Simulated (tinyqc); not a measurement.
Input admittance of a MOSFET at zero drain bias: distributed channel and distributed gate: one step of the calculation.

Source and drain grounded, strong inversion, w = 2 pi f, Cox = eps0 eox/tox. The channel is an RC line of resistance 1/(mu Cox Vo) per square fed from both ends, so one finger has the intrinsic admittance y = i w Cox L tanh(g)/g per width, g = (1/2) sqrt(i w tau), tau = L^2/(mu Vo). The vertical resistance rv/L is in series with y, the overlaps 2 i w Cov in parallel: y_t = 1/(1/y + rv/L) + 2 i w Cov. The gate strip is a line of Rsh/L per length loaded by y_t, so a finger has Y = y_t Wf tanh(k)/k, k = (Wf/sd) sqrt(y_t Rsh/L); the device has Nf Y.

Problem. Input impedance of the device. k and Y as defined; Z = 1/(Nf Y) = R + 1/(i w C); Q = |Im Z|/R; signal at the point farthest from a contact |1/cosh k|.

Inputs (values chosen for the exercise); values of the order met in silicon radio-frequency transistors: channel length L = 1.8 um; finger width Wf = 1.6 um; number of fingers Nf = 64; sheet resistance of the gate Rsh = 16 ohm/square; number of ends at which a finger is contacted sd = 2; frequency f = 9.6 GHz.

y_t = 548.9002+1038.3084i uS/um

Find: k; Nf Y; R; C; Q; signal at the far point.

Solution.

k = 0.070014+0.042183i
Nf Y = 56.36+106.10i mS
R = 3.9046 ohm
C = 2255.3 fF
Q = 1.8826
signal at the far point = 0.99844

Numbers from tinyqc (`OMP_NUM_THREADS=1 python tinyqc.py 2262145 2262146 out.jsonl`; about 0.01 s on one thread of a shared Intel Xeon 2.30GHz).
